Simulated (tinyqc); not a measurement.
Exact and approximate size effects: heat flow across a film from the phonon Boltzmann equation in the relaxation-time approximation. Computed by tinyqc, a small Python program. Command: `OMP_NUM_THREADS=1 python tinyqc.py 3015970 3015971 out.jsonl slabbte walk`. One thread of a shared host (Intel(R) Xeon(R) Processor @ 2.30GHz), about 0.01 s of CPU time with the checks.

Two black walls, hot at x = 0 and cold at x = L, emit phonons isotropically. For one free path Lambda, with tau = x/Lambda, tau_L = L/Lambda and phi = (T - T_cold)/Delta T, energy balance gives phi(tau) = (1/2) [E2(tau) + int_0^tau_L phi(s) E1(|tau - s|) ds]; E_n are the exponential integrals. The flux over the ballistic flux C v Delta T/4 is psi = 1 - 2 int_0^tau_L phi(s) E2(s) ds, and kappa_eff/kappa = (3/4) tau_L psi. kappa = C v Lambda/3 is an input, so at fixed kappa a longer free path means a smaller C v.

Inputs (values chosen for the exercise, modelled on indium phosphide): free path Lambda_1 = 100 nm.

Free-path groups: one.

Method:
- Cut the film into n equal cells with constant phi, collocated at the centres c_i: the kernel integrates to A_ij = |E2(|c_i - e_j|) - E2(|c_i - e_(j+1)|)|/2 for cell edges e_j, and A_ii = 1 - E2(half a cell); solve (1 - A) phi = E2(c)/2; psi = 1 - 2 sum_j phi_j [E3(e_j) - E3(e_(j+1))].
- Each group is solved on its own with 150 and 300 cells, psi = (4 psi(300) - psi(150))/3, and weighted by its share of kappa.
- Two-flux: kappa_eff/kappa = sum f_i/(1 + 4 Lambda_i/(3 L)). Matthiessen with the thickness: sum f_i/(1 + Lambda_i/L). Ballistic limit: sum f_i 3 L/(4 Lambda_i).

Kappa_eff/kappa:

| L (nm) | Boltzmann | two-flux | Matthiessen | ballistic limit |
|---|---|---|---|---|
| 3 | 0.021869 | 0.022005 | 0.029126 | 0.0225 |
| 10 | 0.068678 | 0.069767 | 0.090909 | 0.075 |
| 25 | 0.15380 | 0.15789 | 0.2 | 0.1875 |
| 60 | 0.30029 | 0.31034 | 0.375 | 0.45 |
| 150 | 0.51449 | 0.52941 | 0.6 | 1.125 |
| 400 | 0.73792 | 0.75 | 0.8 | 3 |
| 1000 | 0.87562 | 0.88235 | 0.90909 | 7.5 |
| 2500 | 0.94647 | 0.94937 | 0.96154 | 18.75 |

What follows from these numbers?

The two-flux formula lies above the Boltzmann result by at most about 3.3 % (at L = 60 nm); the Matthiessen form is high by up to 33 %, since it misses the factor 3/4 of the ballistic limit. The thinnest film reaches 97 % of that limit, and the thickest, 25 Lambda_1, only 95 % of the bulk value. Rows below about 10 nm are near the phonon wavelength, where a particle picture fails.
